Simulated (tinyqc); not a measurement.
Deformation potentials from a strained empirical pseudopotential: sweeps and comparisons. A value that a table varies takes the place of the one given here.

Diamond lattice, no spin-orbit coupling. Atomic form factor V(q) = a1 (q^2 - a2)/(a3 exp(a4 q^2) - 1) in rydberg with q in 1/bohr, for the unstrained cell. Under a strain e the reciprocal vectors and k go over into (1 + e)^(-1) G, the atoms sit at +/- tau with tau = (1 + e) a (1,1,1)/8 - zeta a (eyz, ezx, exy)/4, and H(G,G') = c |k + G|^2 delta + (V(q)/det(1 + e)) cos(q.tau), q = G - G', with the term q = 0 left out; c = hbar^2/2m0. The basis is fixed before straining: all G with |k + G|^2 up to 16 (2 pi/a)^2. k is given in units of 2 pi/a of the unstrained cell.

Constants: hbar^2/2m0 = 3.80998211 eV angstrom^2; Ry = 13.60569312 eV; a0 (Bohr radius) = 0.5291772105 angstrom.

Parameters, chosen for this exercise (a germanium-sized cell with gaps well above those of Ge; shifted at random, so the results belong to these values and not to a real crystal): a = 5.657 angstrom (lattice constant); A = (0.403, 2.398, 2.082, 0.45) (a1 (Ry bohr^2), a2 (1/bohr^2), a3, a4 (bohr^2)); h = 0.004 (size of the test strain); kD = 0.82 2 pi/a (position of the Delta minimum); a1 = 0.403; a2 = 2.398; a3 = 2.082; a4 = 0.45.

## The internal displacement

Xu of L (level 5, the lowest empty one) and d from exy = eyz = ezx = h for several zeta: Xu = [E(L [111]) - E(L [1-1-1])]/((8/3) h), d = (single valence level - pair)/(3 sqrt(3) h). zeta = 0 strains the bonds with the lattice; zeta = 1 keeps all four bond lengths equal to first order.

Results:

| zeta | Xu (L) (eV) | d (eV) |
|---|---|---|
| 0.00 | 9.29 | 1.74 |
| 0.25 | 10.39 | -0.64 |
| 0.50 | 11.50 | -3.02 |
| 0.60 | 11.95 | -3.97 |
| 0.75 | 12.62 | -5.40 |
| 1.00 | 13.76 | -7.78 |

What does this show, and why?

From zeta = 0 to 1, d goes from 1.74 to -7.78 eV and Xu (L) from 9.29 to 13.76 eV, both nearly linearly: the displacement is an optical-phonon mode, and d = d(0) - zeta d0/4 gives its deformation potential d0 = 38 eV. Leaving the relaxation out (zeta = 0 for 0.5) moves d by +4.76 eV, which reverses its sign, and Xu (L) by -2.21 eV. Tetragonal strain has no such freedom.

## Size of the test strain

e = diag(-h/2, -h/2, h). Xu = [E(Delta z) - E(Delta x)]/(1.5 h) at fixed kD, b = [E(Z) - E(X, Y)]/(4.5 h); one-sided from +h alone, central from +h and -h.

Results (eV):

| h | Xu one-sided | Xu central | b one-sided | b central |
|---|---|---|---|---|
| 0.0010 | 7.845 | 7.848 | -2.971 | -2.968 |
| 0.0025 | 7.840 | 7.848 | -2.976 | -2.968 |
| 0.0050 | 7.832 | 7.848 | -2.984 | -2.968 |
| 0.0100 | 7.817 | 7.849 | -3.001 | -2.968 |
| 0.0200 | 7.788 | 7.852 | -3.034 | -2.968 |
| 0.0300 | 7.761 | 7.857 | -3.068 | -2.969 |

How do the results move?

From h = 0.001 to 0.03 the one-sided Xu drifts by -0.084 eV and the central one by +0.009 eV; for b the drifts are -0.097 and -0.001 eV. The central difference cancels the term of second order in the strain, so its error goes as h^2. At h = 0.02 the linear law errs by 0.8 % for the valley splitting and 2.3 % for the valence splitting.

## What each parameter of the potential does

Gaps from the valence top to level 5 at Gamma and level 5 at (kD,0,0) and L, and their deformation potentials [E(+h) - E(-h)]/(3 ln((1 + h)/(1 - h))) for e = +/- h 1, h = 0.002. The row for the lattice constant keeps V(q) without the volume factor, so it is not a strain. Each row changes one parameter from the base and keeps the others.

Results:

| case | Gamma (eV) | Delta (eV) | L (eV) | potential Gamma (eV) | potential Delta (eV) | potential L (eV) |
|---|---|---|---|---|---|---|
| base | 1.831 | 1.270 | 1.229 | -9.04 | 0.80 | -2.99 |
| a = 5.714 angstrom | 1.628 | 1.502 | 1.279 | -9.22 | 0.49 | -3.19 |
| a1 = 0.407 | 1.856 | 1.340 | 1.276 | -9.12 | 0.77 | -3.03 |
| a2 = 2.374 | 1.967 | 1.207 | 1.246 | -8.99 | 0.87 | -2.95 |
| a3 = 2.061 | 1.855 | 1.367 | 1.291 | -9.14 | 0.78 | -3.02 |
| a4 = 0.455 | 1.769 | 1.194 | 1.167 | -8.89 | 0.89 | -2.89 |

How do the results move?

The largest shifts from the base row, up to three for each result and ties (the steps differ in size, so this ranks the rows, not the parameters). Gamma (eV): a -0.203, a2 +0.136, a4 -0.062. Delta (eV): a +0.232, a3 +0.097, a4 -0.075. L (eV): a3 +0.062, a4 -0.062, a +0.051. potential Gamma (eV): a -0.18, a4 +0.15, a3 -0.10. potential Delta (eV): a -0.31, a4 +0.09, a2 +0.06. potential L (eV): a -0.20, a4 +0.10, a2 +0.04, a1 -0.04, a3 -0.04.

Computed by tinyqc, a small Python program: `OMP_NUM_THREADS=1 python tinyqc.py 1850125 1850126 out.jsonl` (the numbers bound the seed that draws the inputs); one thread of a shared host (Intel(R) Xeon(R) Processor @ 2.30GHz), about 0.2 s for the whole set of steps.
